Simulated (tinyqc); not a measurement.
# Changing the fraction x of A

Model: two-mode optical phonons of a ternary alloy from two coupled oscillators. Computed by tinyqc, a small Python program. Command: `OMP_NUM_THREADS=1 python tinyqc.py 3013725 3013726 out.jsonl twomode sweep`. One thread of a shared host (Intel(R) Xeon(R) Processor @ 2.30GHz), about 0.01 s of CPU time with the checks.

An alloy A(x)B(1-x)C has an A-C and a B-C bond oscillator. Each TO frequency moves linearly from the impurity mode (dilute end) to the TO of the pure crystal; each strength is proportional to the number of bonds.

Inputs (values chosen for the exercise, modelled on GaAs(1-x)P(x), with A-C the GaP-like and B-C the GaAs-like bond):

| quantity | value | unit |
|---|---|---|
| omega_TO of pure AC | 366 | 1/cm |
| omega_LO of pure AC | 403.5 | 1/cm |
| omega_TO of pure BC | 267 | 1/cm |
| omega_LO of pure BC | 294.2 | 1/cm |
| eps_inf of AC | 9.19 | - |
| eps_inf of BC | 10.9 | - |
| impurity mode of A in BC | 355.9 | 1/cm |
| impurity mode of B in AC | 267.6 | 1/cm |
| electron mass m* | 0.15 | m_0 |

Constants: e^2/(4 pi eps_0) = 14.39964548 eV angstrom; hbar^2/(2 m_0) = 3.80998212 eV angstrom^2; 1 THz = 33.35640952 1/cm; h x 1 THz = 4.135667696 meV.

Method:
- omega_1 = (impurity mode of A) + x (omega_TO,AC - impurity mode of A); omega_2 = (impurity mode of B) + (1 - x)(omega_TO,BC - impurity mode of B); eps_inf = x eps_AC + (1 - x) eps_BC; strengths W_1 = x eps_AC (omega_LO,AC^2 - omega_TO,AC^2), W_2 = (1 - x) eps_BC (omega_LO,BC^2 - omega_TO,BC^2).
- eps(omega) = eps_inf + W_1/(omega_1^2 - omega^2) + W_2/(omega_2^2 - omega^2) = 0 is the eigenproblem of the matrix [[omega_1^2 + W_1/eps_inf, sqrt(W_1 W_2)/eps_inf], [sqrt(W_1 W_2)/eps_inf, omega_2^2 + W_2/eps_inf]] for omega_LO^2.
- Uncoupled values keep the diagonal alone. eps_s = eps_inf + W_1/omega_1^2 + W_2/omega_2^2.
- The polar coupling of mode j is c_j = (u_j . sqrt(W))^2/(eps_inf^2 omega_j^2), u_j its eigenvector and omega_j here its LO frequency; the c_j add up to 1/eps_inf - 1/eps_s. Froehlich constant alpha_j = (e^2/(4 pi eps_0)) c_j k_j/(2 E_j), E_j = h c omega_j, k_j = sqrt(m* E_j/(hbar^2/(2 m_0))).

One run for each value:

| fraction x of A | upper LO mode (1/cm) | lower LO mode (1/cm) | share of the upper mode | eps_s | eps_inf |
|---|---|---|---|---|---|
| 0.087 | 360.7 | 291.1 | 0.1591 | 13.06 | 10.75123 |
| 0.180 | 365.6 | 288.2 | 0.2950 | 12.88 | 10.59220 |
| 0.270 | 370.1 | 285.5 | 0.4051 | 12.70 | 10.43830 |
| 0.360 | 374.4 | 283.0 | 0.5009 | 12.51 | 10.28440 |
| 0.450 | 378.7 | 280.7 | 0.5865 | 12.33 | 10.13050 |
| 0.540 | 382.8 | 278.4 | 0.6645 | 12.14 | 9.97660 |
| 0.640 | 387.4 | 275.9 | 0.7447 | 11.94 | 9.80560 |
| 0.730 | 391.5 | 273.8 | 0.8125 | 11.75 | 9.65170 |
| 0.820 | 395.5 | 271.7 | 0.8771 | 11.56 | 9.49780 |
| 0.910 | 399.5 | 269.6 | 0.9394 | 11.36 | 9.34390 |

Over the rows, upper LO mode (1/cm) rises from 361 to 399 (exponent d ln y / d ln x 0.018 between the first rows and 0.097 between the last); lower LO mode (1/cm) falls from 291 to 270 (exponent d ln y / d ln x -0.014 between the first rows and -0.073 between the last); share of the upper mode rises from 0.159 to 0.939 (exponent d ln y / d ln x 0.85 between the first rows and 0.66 between the last). Both TO lines are straight by construction; the LO lines bend because the splitting depends on the number of bonds and on the coupling of the two oscillators through the field.
